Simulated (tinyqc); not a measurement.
Leaving out one process at a time: Debye-Callaway model of lattice thermal conductivity. Computed by tinyqc, a small Python program. Command: `OMP_NUM_THREADS=1 python tinyqc.py 3013198 3013199 out.jsonl callaway walk`. One thread of a shared host (Intel(R) Xeon(R) Processor @ 2.30GHz), about 0.01 s of CPU time with the checks.

Three acoustic branches with one velocity v, cut at omega_D = k_B Theta/hbar; x = hbar omega/(k_B T). v and Theta are separate inputs: Theta cuts off the heat-carrying modes, so C need not reach 3 k_B/V. gamma is an effective value that sets the umklapp rate.

Inputs (values chosen for the exercise, modelled on germanium):
```
quantity,value,unit
sound velocity v,4050,m/s
Debye temperature Theta,365,K
volume per atom V,22.6,angstrom^3
mean atomic mass M,72.63,u
effective Grueneisen parameter gamma,2.29,-
umklapp exponent divisor b,2,-
mass variance Gamma,0.00077,-
Casimir length L,91,micrometre
temperature T,150,K
```

Sample: crystal. Point defects: isotopes. Normal processes: left out.

Constants: k_B = 1.380649e-23 J/K; hbar = 1.054571817e-34 J s; u = 1.6605390666e-27 kg.

Method:
- Gamma is given directly by the isotope mixture. A = V Gamma/(4 pi v^3).
- Rates: point defects A omega^4; umklapp B omega^2 T exp(-Theta/(b T)) with B = hbar gamma^2/(M v^2 Theta). Boundaries: v/L.
- kappa_1 = c int tau_C g dx, g = x^4 e^x/(e^x - 1)^2, c = (k_B/(2 pi^2 v)) (k_B T/hbar)^3, over 0 < x < min(Theta/T, 40), by 96 Gauss-Legendre points in s with x = x_max s^2; tau_C = tau_R, the inverse of the summed rates, and kappa = kappa_1.

Rayleigh coefficient A = 2.08461e-44 s^3

Conductivity at T:
```
case,kappa (W/(m K)),ratio to all
all processes,149.90,1
without point defects,199.76,1.3326
without boundaries,158.60,1.0581
without umklapp,1115.7,7.4428
```

What follows from these numbers?

Removing umklapp raises kappa most, by a factor 7.44; removing boundaries gives only 1.06.
